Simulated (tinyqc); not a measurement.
Inside a calculation. Method: Hubbard chain of 5 sites. One step of it, computed by the program tinyqc.

Problem. Mean-field iteration 1. H(up) = T + U n(down), H(down) = T + U n(up); fill the lowest levels; n(new) = n + mixing (n(out) - n); E = tr T (rho up + rho down) + U sum n_up n_down of the output.

one-body matrix (hopping and site energies) (eV), order 1, 2, 3, 4, 5:
$$\begin{pmatrix}
0.000000 & -1.910000 & 0.000000 & 0.000000 & 0.000000 \\
-1.910000 & 0.000000 & -1.910000 & 0.000000 & 0.000000 \\
0.000000 & -1.910000 & 0.000000 & -1.910000 & 0.000000 \\
0.000000 & 0.000000 & -1.910000 & 0.000000 & -1.910000 \\
0.000000 & 0.000000 & 0.000000 & -1.910000 & 0.000000
\end{pmatrix}$$

U = 8.300000 eV

electrons, up and down: [1, 1]

mixing = 1

n(up) at the start (a guess, not normalised): 1 0.500000, 2 0.000000, 3 0.500000, 4 0.000000, 5 0.500000

n(down) at the start (a guess): 1 0.000000, 2 0.500000, 3 0.000000, 4 0.500000, 5 0.000000

Give: levels, up; levels, down; energy; n(up) after iteration 1; n(down) after iteration 1.

Solution.

levels, up (eV): [-1.830, -0.745, 0.000, 4.895, 5.980]

levels, down (eV): [-1.830, -0.745, 4.150, 4.895, 5.980]

energy = -4.116 eV

n(up) after iteration 1: 1 0.128, 2 0.117, 3 0.510, 4 0.117, 5 0.128

n(down) after iteration 1: 1 0.039, 2 0.383, 3 0.156, 4 0.383, 5 0.039
